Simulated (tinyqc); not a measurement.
Wannier functions of a composite (isolated) pair of valence bands (bonds of an sp chain): one step. Levels and the projector on the filled bands.

H(k) (eV):
```
           A<         A>         B<          B>
A<   1.680000  -1.610000          0  -4.650000i
A>  -1.610000   1.680000  -4.050000           0
B<          0  -4.050000  -1.680000   -1.690000
B>  4.650000i          0  -1.690000   -1.680000
```

Problem. Diagonalise; P = sum over the two lowest states of |psi><psi|.

Give: levels; P.

Solution.

levels (eV): -6.0551  -3.5420  3.5794  6.0178

P:
```
                 A<               A>              B<               B>
A<           0.3453   0.0839-0.0771i  0.0266-0.0319i  -0.0267+0.4589i
A>   0.0839+0.0771i           0.3240  0.4510-0.0307i  -0.0278+0.0306i
B<   0.0266+0.0319i   0.4510+0.0307i          0.6759   0.0872-0.0735i
B>  -0.0267-0.4589i  -0.0278-0.0306i  0.0872+0.0735i           0.6548
```

The filled states put 1.339 electrons on A and 2.661 on B at this k.

(tinyqc, `OMP_NUM_THREADS=1 python tinyqc.py 1450393 1450394 out.jsonl`, Intel(R) Xeon(R) Processor @ 2.30GHz, 1 thread, shared host, about 0.2 s.)
